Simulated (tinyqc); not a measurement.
What moves the efficiency: defect, radiative and Auger recombination at equal electron and hole densities (ABC model).

J/(e d) = Ae n + B n^2 + C n^3 with Ae = A + 4 S/w (four side walls, carriers spread evenly), e = 1.602176634e-19 C, lengths in cm; internal efficiency IQE = B n^2/(Ae n + B n^2 + C n^3); all injected carriers recombine in the layer.

Values chosen for the exercise (orders of magnitude like those quoted for Si; the results hold for these values, not for the real material): A = 10000 1/s (defect rate); B = 5.7e-15 cm^3/s (radiative coefficient); C = 1.7e-30 cm^6/s (Auger coefficient); S = 0 cm/s (recombination velocity of the side walls); w = 1100 micrometre (side of the square mesa); d = 120000 nm (active thickness); J = 0.33 A/cm^2 (current density).

IQE_max = Q/(Q + 2) with Q = B/sqrt(Ae C), reached at n = sqrt(Ae/C).

Results for these values:
```
case  n (1/cm^3)       IQE  IQE_max  J at the peak (A/cm^2)
base   1.628e+16  0.008801  0.02139                    3.01
```

What happens to each result for B = 8.55e-15 cm^3/s, all else kept?

Answer: n falls from 1.628e+16 to 1.621e+16; IQE rises from 0.008801 to 0.01310; IQE_max rises from 0.02139 to 0.03175; J at the peak rises from 3.01 to 3.05.

The same for each parameter in turn:
```
case                 n (1/cm^3)       IQE  IQE_max  J at the peak (A/cm^2)
base                  1.628e+16  0.008801  0.02139                    3.01
A = 20000 1/s         8.509e+15  0.002404  0.01522                    8.47
B = 8.55e-15 cm^3/s   1.621e+16   0.01310  0.03175                    3.05
C = 3.4e-30 cm^6/s    1.571e+16  0.008192  0.01522                    2.12
d = 240000 nm         8.439e+15  0.004730  0.02139                    6.03
J = 0.99 A/cm^2       3.984e+16   0.01757  0.02139                    3.01
```

Program tinyqc; command `OMP_NUM_THREADS=1 python tinyqc.py 1651733 1651734 out.jsonl`; about 0.01 s on one thread of a shared Intel(R) Xeon(R) Processor @ 2.30GHz.
